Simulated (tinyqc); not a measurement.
Inside a calculation. Method: plane-wave Kohn-Sham cycle with exchange-only LDA in a layered model solid. One step of it, computed by the program tinyqc.

Question. Iteration 1: Hamiltonian at one k. H(m,m') = (k + G_m)^2/2 delta + V(G_m - G_m'), with V(-G) = V(G).

A solid whose potential varies along x alone (atomic units):
```
parameter                      value
period a                   15.800000
cross-section of the cell   8.000000
electrons per cell                 2
grid points                       16
plane waves -n..n, n               3
k points                           2
V1 in V1 cos(2 pi x/a)     -0.430000
```

V(G_m), m = 0, 1, 2, ... (hartree): -0.247221  -0.215000  0.000000  0.000000  0.000000  0.000000  0.000000

k = 0.250000 2 pi / a

Give: H.

Answer.

H (hartree), lower triangle:
```
         -3       -2       -1       +0       +1       +2      +3
-3   0.3508
-2  -0.2150  -0.0051
-1   0.0000  -0.2150  -0.2027
+0   0.0000   0.0000  -0.2150  -0.2423
+1   0.0000   0.0000   0.0000  -0.2150  -0.1237
+2   0.0000   0.0000   0.0000   0.0000  -0.2150   0.1531
+3   0.0000   0.0000   0.0000   0.0000   0.0000  -0.2150  0.5880
```
